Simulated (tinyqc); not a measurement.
Mass anisotropy: shallow donor in an anisotropic valley (effective-mass theory).

One valley: H = -c [(d2/dx2 + d2/dy2)/mt + (d2/dz2)/ml] - q/(eps r), c = hbar^2/2m0, q = e^2/(4 pi eps0). Trial function exp(-sqrt((x^2 + y^2)/a^2 + z^2/b^2)) with a > b: T = (c/3)(2/(mt a^2) + 1/(ml b^2)), V = -(q/eps) atan(u/b)/u, u = sqrt(a^2 - b^2). The central cell of the impurity is left out.

Constants: hbar^2/2m0 = 3.80998211 eV angstrom^2; e^2/(4 pi eps0) = 14.39964547 eV angstrom; Ry = 13.60569312 eV; a0 (Bohr radius) = 0.5291772105 angstrom.

Values chosen for the exercise (out of a larger set: near those of 3C SiC; not measured data):
- mt = 0.242 m0 (transverse mass)
- eps = 9.9 (dielectric constant)
- xs = (1.2, 1.8, 3.7, 4.9, 11, 23, 33, 160) (ratios ml/mt)

mt and eps fixed, ml varied. Energies in units of Ry*(mt) = Ry mt/eps^2 and lengths in a*(mt) = a0 eps/mt; the last two columns use one mass, 3/(1/ml + 2/mt) or (ml mt^2)^(1/3).

Results:

| ml/mt | a/a* | b/a | binding | conductivity mass | density-of-states mass |
|---|---|---|---|---|---|
| 1.20 | 0.962 | 0.937 | 1.062 | 1.059 | 1.063 |
| 1.80 | 0.888 | 0.811 | 1.203 | 1.174 | 1.216 |
| 3.70 | 0.781 | 0.630 | 1.467 | 1.321 | 1.547 |
| 4.90 | 0.746 | 0.571 | 1.572 | 1.361 | 1.698 |
| 11.0 | 0.665 | 0.431 | 1.874 | 1.435 | 2.224 |
| 23.0 | 0.610 | 0.335 | 2.139 | 1.468 | 2.844 |
| 33.0 | 0.588 | 0.296 | 2.262 | 1.478 | 3.208 |
| 160 | 0.519 | 0.173 | 2.732 | 1.495 | 5.429 |

The binding grows from 1.06 to 2.73 Ry*(mt); for ml going to infinity the exact problem becomes two-dimensional, with 4 Ry*. The conductivity mass saturates at 1.5 and underbinds, by 13 % at ml/mt = 4.9; the density-of-states mass errs by +8 % there and by +99 % in the last row. With these mt and eps one unit is 33.59 meV.

Run: tinyqc, `OMP_NUM_THREADS=1 python tinyqc.py 1280510 1280511 out.jsonl`; Intel(R) Xeon(R) Processor @ 2.30GHz, one thread, shared host; about 0.01 s of CPU time with all checks.
